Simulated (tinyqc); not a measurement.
# BCS gap equation with a constant attraction inside the Debye window, step by step

A worked calculation. Computed by tinyqc, a small Python program that keeps every step. Command: `OMP_NUM_THREADS=1 python tinyqc.py 3027849 3027850 out.jsonl bcs walk`. One thread of a shared host (Intel(R) Xeon(R) Processor @ 2.30GHz), about 0.01 s of CPU time with the checks. Intermediate numbers are printed to about 6 digits and carried at full precision; extremes and crossings named in words are read from the listed rows.

Pairs attract with strength V for |xi| < k_B Theta; N(0) is the density of states for one spin. Energies are given as temperatures (E/k_B, in K) unless marked.

Inputs (values chosen for the exercise, for a model metal):
```
quantity                  value      unit
coupling N(0)V            0.351         -
Debye temperature Theta     542         K
temperature T              17.6         K
Fermi velocity v_F       220000       m/s
electron density n         12.9  1e28/m^3
mean free path l             85        nm
junction resistance R_n    0.15  kilo-ohm
```

Solver: bisection.

Constants: k_B = 8.617333262e-05 eV/K; hbar = 1.054571817e-34 J s; k_B = 1.380649e-23 J/K; m_0 = 9.1093837015e-31 kg; eps_0 = 8.8541878128e-12 F/m; c = 299792458 m/s; e = 1.602176634e-19 C; h = 6.62607015e-34 J s.

## Gap at zero temperature

At T = 0 the gap equation 1/(N(0)V) = int_0^Theta d xi/sqrt(xi^2 + Delta^2) has the integral arcsinh(Theta/Delta), so Delta_0 = Theta/sinh(1/(N(0)V)); weak coupling gives 2 Theta exp(-1/(N(0)V)).

Delta_0 = 62.9769 K

weak-coupling Delta_0 = 62.7658 K

Delta_0 in meV = 5.42693 meV

## Critical temperature

Gap equation: 1/(N(0)V) = I(Delta, T) = int_0^Theta tanh(E/2T)/E d xi, E = sqrt(xi^2 + Delta^2); 64 Gauss-Legendre points in y with xi = max(Delta, T) sinh(y). T_c solves I(0, T_c) = 1/(N(0)V); the weak-coupling form is T_c = (2 e^C/pi) Theta exp(-1/(N(0)V)) with Euler's C = 0.5772157, and 2 Delta_0/T_c then tends to 2 pi e^-C = 3.528.

T_c = 35.5840 K

weak-coupling T_c = 35.5840 K

2 Delta_0/T_c = 3.53962

T_c/Theta = 0.0657; the ratio lies +0.34 % from 3.528. Within this model the ratio cannot pass 4; larger values in real metals come from retardation, which it leaves out. Caution: at this coupling retardation and damping of the phonon exchange (Eliashberg theory) matter.

## One evaluation of the gap equation

Take Delta = Delta_0 as the trial; the fixed-point update is Delta(new) = N(0)V Delta I(Delta, T).

I(Delta_0, T) = 2.81383

updated Delta = 62.1995 K

## Gap at temperature T

Residual r = N(0)V I - 1, with Delta_0 = Theta/sinh(1/(N(0)V)). Bisection between 0 and Delta_0. Stop when |r| < 1e-9 or after 40 steps.

Iterations:
```
step  Delta (K)    residual r
1       31.4885   1.49638e-01
2       47.2327   6.68592e-02
3       55.1048   2.62600e-02
4       59.0409   6.67376e-03
5       61.0089  -2.90913e-03
6       60.0249   1.86415e-03
7       60.5169  -5.27072e-04
8       60.2709   6.67399e-04
9       60.3939   6.98777e-05
...         ...           ...
19      60.4082   4.76266e-07
20      60.4083   1.84680e-07
21      60.4083   3.88867e-08
22      60.4083  -3.40099e-08
23      60.4083   2.43843e-09
24      60.4083  -1.57857e-08
25      60.4083  -6.67364e-09
26      60.4083  -2.11760e-09
27      60.4083   1.60415e-10
```

converged (1 yes, 0 no) = 1

Delta(T) = 60.4083 K

Converged in 27 steps: Delta(T)/Delta_0 = 0.9592 at T/T_c = 0.495.

## Lengths and fields

xi_0 = hbar v_F/(pi Delta_0); lambda_L = sqrt(m_0 eps_0 c^2/(n e^2)); N(0) = 3 n/(2 m_0 v_F^2) for one spin; condensation energy N(0) Delta_0^2/2 = B_c^2/(2 mu_0), mu_0 = 1/(eps_0 c^2); with scattering lambda = lambda_L sqrt(1 + xi_0/l) in the local limit (where xi_0 and l both exceed lambda, nonlocal response makes the true depth larger); Ginzburg-Landau kappa = 0.96 lambda_L/xi_0 + 0.72 lambda_L/l. Free-electron mass throughout; heavier carriers, as in niobium or vanadium, give a larger lambda_L and kappa and can make the metal type II.

coherence length xi_0 = 8.49345 nm

London depth lambda_L = 14.7957 nm

critical field B_c(0) = 2041.94 mT

depth with scattering = 15.5173 nm

Ginzburg-Landau kappa = 1.79766

kappa exceeds 1/sqrt(2): type II, and the sample is clean, l well above xi_0.

## A tunnel junction of this metal

Ambegaokar-Baratoff: I_c R_n = (pi Delta/(2e)) tanh(Delta/2T); Josephson energy E_J = hbar I_c/(2e), given as E_J/h; inductance hbar/(2 e I_c); thermal quasiparticle fraction x = n_qp/(2 N(0) Delta) = sqrt(2 pi T/Delta) exp(-Delta/T), valid for T well below Delta.

I_c R_n = 7665.01 microvolt

critical current I_c = 51100.1 nA

E_J/h = 25380.6 GHz

Josephson inductance = 0.00644042 nH

quasiparticle fraction x = 0.0437193

## Gap and superfluid density against temperature

Interpolation tanh(1.74 sqrt(T_c/T - 1)); near T_c, 1.74 sqrt(1 - T/T_c). Clean-limit superfluid fraction 1 - (1/2T) int_0^(40 T) cosh^-2(E/2T) d xi (64 points); two-fluid rule 1 - (T/T_c)^4.

Reduced quantities:
```
T/T_c  Delta/Delta_0  tanh form  square-root form  superfluid fraction  two-fluid rule
0.10        1.000000   0.999942           1.65071             1.000000        0.999900
0.20        0.999880   0.998104           1.55630             0.998885        0.998400
0.30        0.997166   0.990221           1.45579             0.982093        0.991900
0.40        0.985185   0.972207           1.34780             0.928889        0.974400
0.50        0.957199   0.940227           1.23037             0.835755        0.937500
0.60        0.907495   0.889746           1.10047             0.709014        0.870400
0.70        0.829443   0.814110           0.95304             0.556354        0.759900
0.80        0.711822   0.701374           0.77815             0.384228        0.590400
0.90        0.527080   0.522665           0.55024             0.197560        0.343900
0.95        0.380911   0.379250           0.38908             0.099954        0.185494
0.98        0.243987   0.243575           0.24607             0.040243        0.077632
```

The tanh form misses the gap by at most about 0.018 (at T/T_c = 0.6); the square-root form is within 3 % only from T/T_c = 0.95. The gap keeps 99 % of Delta_0 up to T/T_c = 0.3, since quasiparticles are exponentially few. The two-fluid rule exceeds the BCS superfluid fraction most, by 0.21, at T/T_c = 0.8.

Checks made by the program: weak-coupling T_c, allowing for terms of order exp(-Theta/T_c) (relative difference 3e-08).
